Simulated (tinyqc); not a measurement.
# Worked calculation: p-n heterojunction, non-linear Poisson equation by Newton steps, Boltzmann statistics

Program tinyqc, `OMP_NUM_THREADS=1 python tinyqc.py 2040033 2040034 out.jsonl`; Intel Xeon 2.30GHz, shared host, one thread, about 0.03 s. Printed values are rounded; ~0 in a residual or rate marks an entry under 1e-11 of the largest of its column.

One dimension, material 1 (p-type) at x < 0 and material 2 (n-type) at x > 0. Band edges: Ec = -psi in material 1 and -psi + dEc in material 2, Ev = Ec - Eg. Flat quasi-Fermi levels: 0 for holes, +V for electrons. n = Nc F((EFn - Ec)/Vt), p = Nv F((Ev - EFp)/Vt), with F(eta) = exp(eta) (Boltzmann statistics); full ionisation, no interface charge, classical densities; the doping types are chosen for the exercise.

Parameters, values chosen for the exercise; band and dielectric values close to those of InP and In0.53Ga0.47As:

| symbol | value | unit | meaning |
|---|---|---|---|
| T | 350 | K | temperature |
| Eg1 | 1.36 | eV | band gap of material 1 |
| er1 | 12.5 |  | relative permittivity of material 1 |
| Nc1 | 7.17e17 | cm^-3 | conduction-band density of states of material 1 |
| Nv1 | 1.39e19 | cm^-3 | valence-band density of states of material 1 |
| Eg2 | 0.727 | eV | band gap of material 2 |
| er2 | 14.1 |  | relative permittivity of material 2 |
| Nc2 | 2.6e17 | cm^-3 | conduction-band density of states of material 2 |
| Nv2 | 9.61e18 | cm^-3 | valence-band density of states of material 2 |
| dEc | -0.24 | eV | conduction-band offset Ec2 - Ec1 |
| N1 | 2.1e17 | cm^-3 | acceptor density of material 1 |
| N2 | 2.8e16 | cm^-3 | donor density of material 2 |
| V | 0 | V | bias of side 1 against side 2 |

Constants: q = 1.602176634e-19 C, kB = 1.380649e-23 J/K, Vt = kB T/q, eps0 = 8.8541878128e-14 F/cm where lengths are in cm. Results are converted to the units shown.

## Offsets and end potentials

dEv = Ev1 - Ev2 = Eg2 - Eg1 - dEc. Neutrality of the majority carriers far from the junction: Nv1 F((-psi_L - Eg1)/Vt) = N1 and Nc2 F((V + psi_R - dEc)/Vt) = N2. Total bending psi_R - psi_L.

dEv = -0.393 eV
psi_L = -1.23355 V
psi_R = -0.307212 V
psi_R - psi_L = 0.926338 V

The alignment is straddling (type I): dEc and dEv have the same sign.

## Permittivity of the intervals

x, node 0 to 10 (nm): -139  -77  -39.7  -17.4  -4  4  19.8  51.1  113  235  477

er1 or er2; the interface lies midway in its interval, which gets the series value 2 er1 er2/(er1 + er2).

eps_r, interval 0 to 9: 12.5  12.5  12.5  12.5  13.2519  14.1  14.1  14.1  14.1  14.1

## Couplings between neighbouring nodes

a_i = eps0 eps_r/h_i for the interval from node i to i + 1, with h_i = x_(i+1) - x_i in cm.

coupling a_i, interval 0 to 9 (F/cm^2): 1.78512e-7  2.96722e-7  4.96311e-7  8.25950e-7  1.46668e-6  7.90152e-7  3.98863e-7  2.01687e-7  1.02331e-7  5.15884e-8

## Starting potential

material, node 0 to 10: 1  1  1  1  1  2  2  2  2  2  2

psi_L on the nodes of material 1 and psi_R on those of material 2.

psi at the start, node 0 to 10 (V): -1.23355  -1.23355  -1.23355  -1.23355  -1.23355  -0.30721  -0.30721  -0.30721  -0.30721  -0.30721  -0.30721

## Iteration 1: densities, residual and Jacobian diagonal

n_i = Nc F(a_n), a_n = (V - Ec_i)/Vt; p_i = Nv F(a_p), a_p = (Ec_i - Eg)/Vt; rho_i = p_i - n_i + C_i with C = -N1 or +N2; g_i = (n_i + p_i)/Vt. Box widths w_i = (h_(i-1) + h_i)/2 in cm. Residual F_i = a_i (psi_(i+1) - psi_i) - a_(i-1) (psi_i - psi_(i-1)) + q rho_i w_i; Jacobian: a_(i-1) and a_i beside the diagonal, b_i = -a_(i-1) - a_i - q g_i w_i on it. The two end nodes are fixed.

```
node  n (cm^-3)  p (cm^-3)
0       1.23930     2.1e17
1       1.23930     2.1e17
2       1.23930     2.1e17
3       1.23930     2.1e17
4       1.23930     2.1e17
5        2.8e16  3.03528e9
6        2.8e16  3.03528e9
7        2.8e16  3.03528e9
8        2.8e16  3.03528e9
9        2.8e16  3.03528e9
10       2.8e16  3.03528e9
```

```
node  residual F (C/cm^2)  diagonal b (F/cm^2)
1                      ~0          -6.01394e-6
2                      ~0          -4.11737e-6
3                      ~0          -3.31352e-6
4              1.35864e-6          -3.48627e-6
5             -1.35864e-6          -2.43384e-6
6             1.14525e-15          -1.53930e-6
7             2.26619e-15          -1.29368e-6
8             4.47159e-15          -1.67168e-6
9             8.85077e-15          -2.86099e-6
```

## Iteration 1: Newton step

Solve the tridiagonal system a_(i-1) d_(i-1) + b_i d_i + a_i d_(i+1) = -F_i for nodes 1 to 9, with d = 0 on fixed nodes. If the largest |d| exceeds 4 Vt, the whole step is scaled down so that it equals 4 Vt.

Newton step d, before damping, node 1 to 9 (V): 0.000247  0.005011  0.041421  0.163158  -0.561840  -0.313969  -0.098662  -0.011930  -0.000427
psi after iteration 1, node 0 to 10 (V): -1.23355  -1.23350  -1.23247  -1.22466  -1.19852  -0.42786  -0.37463  -0.32840  -0.30977  -0.30730  -0.30721

## Iteration 2: densities, residual and Jacobian diagonal

As before.

```
node   n (cm^-3)   p (cm^-3)
0        1.23930      2.1e17
1        1.24148  2.09631e17
2        1.28431  2.02641e17
3        1.66436  1.56368e17
4        3.95962  6.57267e16
5     5.12838e14  1.65721e11
6     2.99491e15  2.83775e10
7     1.38708e16   6.12712e9
8     2.57201e16   3.30434e9
9     2.79151e16   3.04452e9
10        2.8e16   3.03528e9
```

```
node  residual F (C/cm^2)  diagonal b (F/cm^2)
1             2.58604e-13          -6.00420e-6
2             6.30457e-11          -4.00087e-6
3              2.37252e-9          -2.80497e-6
4              1.08399e-6          -2.66622e-6
5             -1.08302e-6          -2.26008e-6
6             -1.41806e-8          -1.22648e-6
7             -4.13514e-9          -9.43915e-7
8            -1.44649e-10          -1.56032e-6
9            -3.69400e-13          -2.85278e-6
```

## Iteration 2: Newton step

As before.

Newton step d, before damping, node 1 to 9 (V): 0.000206  0.004162  0.033298  0.107708  -0.562030  -0.436861  -0.194383  -0.025278  -0.000907
psi after iteration 2, node 0 to 10 (V): -1.23355  -1.23345  -1.23158  -1.21751  -1.17540  -0.54850  -0.46840  -0.37012  -0.31520  -0.30750  -0.30721

## Course of the Newton iteration

Stop when the largest undamped |d| is below 1e-9 V, or after 12 iterations.

Course of the iteration:
```
iteration  largest |F| (C/cm^2)  largest |d| (V)  at node
1                       1.36e-6            0.562        5
2                       1.08e-6            0.562        5
3                       8.54e-7            0.478        5
4                       6.39e-7            0.371        5
5                       4.31e-7            0.180        5
6                       1.44e-7           0.0970        4
7                       6.68e-8           0.0192        3
8                       1.47e-8          5.18e-3        5
9                       1.07e-9          4.36e-4        5
10                     6.72e-12          2.78e-6        5
11                     2.71e-16         1.12e-10        5
```

Converged in 11 iterations. Once the step is below 0.1 Vt, 2 more iteration(s) reach the threshold: near the solution the error is roughly squared each time.

## Band edges, densities and displacement

converged psi, node 0 to 10 (V): -1.23355  -1.23255  -1.21363  -1.10464  -0.96745  -0.86565  -0.76396  -0.59983  -0.37908  -0.30989  -0.30721

Ec, Ev, n and p as defined; D = a_k (psi_(k+1) - psi_k) on the interval that holds the interface.

```
node  Ec (eV)    Ev (eV)   n (cm^-3)   p (cm^-3)
0     1.23355  -0.126450     1.23930      2.1e17
1     1.23255  -0.127448     1.28100  2.03164e17
2     1.21363  -0.146375     2.39930  1.08470e17
3     1.10464  -0.255361     89.0061  2.92399e15
4     0.96745  -0.392552     8411.54  3.09400e13
5     0.62565  -0.101351   2.54701e8  3.33677e17
6     0.52396  -0.203042   7.41844e9  1.14563e16
7     0.35983  -0.367168  1.71247e12  4.96289e13
8     0.13908  -0.587920  2.58413e15  3.28884e10
9     0.06989  -0.657108  2.56194e16   3.31733e9
10    0.06721  -0.659788      2.8e16   3.03528e9
```

D = 149.308 nC/cm^2

## Check against the first integral

Exact first integral: on each side D^2/(2 eps0 er) = G, G = q [Vt (nI_j - nI_b) + Vt (pI_j - pI_b) - C (psi_j - psi_b)], with C = -N1 or +N2, b the neutral end of that side, and nI, pI the densities themselves. D is continuous, so er1 G1(psi_j) = er2 G2(psi_j) fixes psi_j. Ends from Nv1 F((-psi_L - Eg1)/Vt) = N1 and Nc2 F((V + psi_R - dEc)/Vt) = N2. D is counted positive when psi rises towards material 2.

psi_j = -0.906726 V
D = 148.642 nC/cm^2
psi_j - psi_L = 0.326824 V
psi_R - psi_j = 0.599514 V
Ec1 - EFn at the interface = 0.906726 eV
Ec2 - EFn at the interface = 0.666726 eV

Material 2 takes 64.7 % of the bending. The 11-node mesh gave D = 149.3 nC/cm^2, 0.45 % above the exact value in size.
